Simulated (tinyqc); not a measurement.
Stacked nanosheet transistor, parasitic resistance, capacitance and delay: course of the iteration: sheet currents at Vgs = Vdd, Vds = Vdd/2.

Ns sheets share one contact on top; each has perimeter p = 2 (Ws + ts) and cross-section A = Ws ts; contact width Wc = Ws + 10 nm, stack height Hs = Ns pv. Sheet 1 is the top one. Contact length Lc = CPP - Lg - 2 Lsp, shared by two neighbouring gates. Source and drain sides are equal. The formulas are first-order estimates, not field solutions.

One sheet: I = p Q vx u/(1 + |u|^1.8)^(1/1.8), Q = Cinv n Vt ln(1 + exp((Vg' - VT + dl Vd')/(n Vt))), u = Vd' mu/(vx Lg), Vg' = Vgs - v, Vd' = Vds - 2 v, with the drop on each side v_j = Rc sum I + rv (sum over levels k = 2..j of the current of sheets k..Ns) + Rx I_j. I(new) = I + 0.5 (I(out) - I).

Stop when the largest change of I is below 1e-6 uA, or after 80 iterations.

Values chosen for this exercise; values close to those of silicon logic devices: temperature T = 300 K; sheet width Ws = 12 nm; sheet thickness ts = 5 nm; vertical resistance between sheet levels rv = 96 ohm; gate length Lg = 16 nm; inversion capacitance Cinv = 2.6 uF/cm^2; injection velocity vx = 1e7 cm/s; apparent mobility mu = 200 cm^2/(V s); threshold at zero drain voltage VT = 0.23 V; barrier lowering dl = 0.05 V/V; subthreshold factor n = 1.15; supply voltage Vdd = 0.8 V.

Constants: q = 1.602176634e-19 C, kB = 1.380649e-23 J/K, Vt = kB T/q. Results are converted to the units shown.

I at the start (uA): sheet 1 0, sheet 2 0, sheet 3 0
Rc = 1207.61 ohm
Rx = 1516.67 ohm

Course of the iteration:
```
iteration  total I (uA)  largest |change| of one entry (uA)
1               75.9336                                25.3
2               86.4636                                3.95
3               84.3327                                1.03
4               85.0252                               0.272
5               84.8280                              0.0873
6               84.8882                              0.0226
7               84.8706                             7.44e-3
8               84.8760                             1.91e-3
9               84.8744                             6.38e-4
10              84.8749                             1.63e-4
11              84.8747                             5.51e-5
12              84.8748                             1.42e-5
13              84.8748                             4.78e-6
14              84.8748                             1.28e-6
15              84.8748                             4.17e-7
```

Did this iteration meet its convergence test, and what does its course show?

Yes. Converged in 15 iterations. The changes do not fall evenly; from iteration 10 to 15 they shrink by a factor of 3.3 a step on average. The bottom sheet carries 94.4 % of the current of the top one.

Computed by the program tinyqc: `OMP_NUM_THREADS=1 python tinyqc.py 2170044 2170045 out.jsonl`, one thread of a shared Intel Xeon 2.30GHz, about 0.06 s for the whole run.
